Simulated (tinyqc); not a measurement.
# Level and width from two currents at zero temperature

Question. In a resonant-tunnelling diode at zero temperature a sharp resonance at Er = E0 - alpha V between the emitter band edge and Ef carries J = K (pi/2) G Tp (Ef - Er), K = q^3 mw m0/(2 pi^2 hbar^3) (times 1e-4 for A/cm^2 per eV^2), with G its full width and Tp its peak transmission, G Tp taken as constant, and no back flow. Find G Tp and E0.

Parameters, values chosen for the exercise; masses and offsets of a made-up heterostructure: mass in the well, spacer and contacts mw = 0.025 m0; Fermi energy of both contacts above their band edges Ef = 0.21 eV; share of the bias at the well alpha = 0.33.

Constants: q = 1.602176634e-19 C, hbar = 1.054571817e-34 J s, m0 = 9.1093837015e-31 kg. Results are converted to the units shown.

J at V = 0.14 and 0.61 V (kA/cm^2): [251.12781, 2005.6289]

Answer. J is linear in V: the slope gives G Tp, and the onset V0, where the line meets zero, gives E0 = Ef + alpha V0.

G Tp = 17.8 meV
E0 = 0.234 eV

Numbers from tinyqc (`OMP_NUM_THREADS=1 python tinyqc.py 2600065 2600066 out.jsonl`; about 0.2 s on one thread of a shared Intel Xeon 2.30GHz).
